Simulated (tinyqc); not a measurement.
Two-dimensional dopant profile at a mask edge: lateral junction, overlap and effective channel length: one step, computed by the program tinyqc.

Ions enter for y < 0; the mask (spacer, then gate) covers y > 0. x is the depth. The surface reflects dopant during the anneal.

Question. Widths and vertical profile. Widths s_x^2 = (vertical straggle)^2 + 2 D t, s_y^2 = (lateral straggle)^2 + 2 D t. C(x, y) = V(x) (1/2) erfc(y/(sqrt2 s_y)), V(x) = Q/(sqrt(2 pi) s_x) [exp(-(x - R_p)^2/(2 s_x^2)) + exp(-(x + R_p)^2/(2 s_x^2))]; 1 nm = 1e-7 cm. The vertical junction far from the mask solves V(x) = C_B.

Inputs (values chosen for the exercise, modelled on a source-drain extension in silicon): dose Q = 9e+14 1/cm^2; projected range R_p = 58 nm; vertical straggle = 26 nm; lateral straggle = 26 nm; anneal budget D t = 7e-12 cm^2; channel doping C_B = 2.6e+17 1/cm^3.

Give: s_x; s_y; V at the surface; V at R_p; vertical junction x_j.

Answer.

s_x = 45.56 nm

s_y = 45.56 nm

V at the surface = 7.010e+19 1/cm^3

V at R_p = 8.189e+19 1/cm^3

vertical junction x_j = 212.0 nm
